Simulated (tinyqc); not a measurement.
The basis set: RHF and MP2 along a ladder of basis sets, for H2, spin multiplicity 1. Computed by the program tinyqc with PySCF. Same geometry throughout; the dipole is taken about the origin.

Geometry (angstrom):
```
atom       x       y       z
H     0.0000  0.0000  0.0000
H     0.0000  0.0000  0.6950
```

RHF and frozen-core MP2 in a ladder of bases:
```
basis        functions  E(RHF) (hartree)  E(MP2 corr) (hartree)  HOMO (eV)  LUMO (eV)  dipole (debye)
sto-3g               2         -1.117191              -0.012124   -16.2623    19.5864          0.0000
6-31g                4         -1.125858              -0.016892   -16.5951     6.8133          0.0000
6-31g**             10         -1.130214              -0.026259   -16.5766     6.8308          0.0000
cc-pvdz             10         -1.126501              -0.025958   -16.5014     5.6030          0.0000
aug-cc-pvdz         18         -1.126589              -0.026856   -16.5131     1.6876          0.0000
cc-pvtz             28         -1.131778              -0.031523   -16.5708     4.7165          0.0000
```

Estimate the missing row, basis = 3-21g.

Computed row:
```
basis  functions  E(RHF) (hartree)  E(MP2 corr) (hartree)  HOMO (eV)  LUMO (eV)  dipole (debye)
3-21g          4         -1.121684              -0.016896   -16.5146     7.5449          0.0000
```

From cc-pVDZ to cc-pVTZ the RHF energy falls by 5.3 mhartree and the correlation energy by 5.6. If valence correlation converges as X^-3, (27 E(T) - 8 E(D))/19 gives -0.0339 hartree, a rough estimate from such small X that usually falls short; STO-3G holds about 36 % of it. Beyond STO-3G the LUMO moves by 5.9 eV and the HOMO by 0.1 eV; diffuse functions lower the positive LUMO sharply, since an unbound virtual level tracks the most diffuse function.
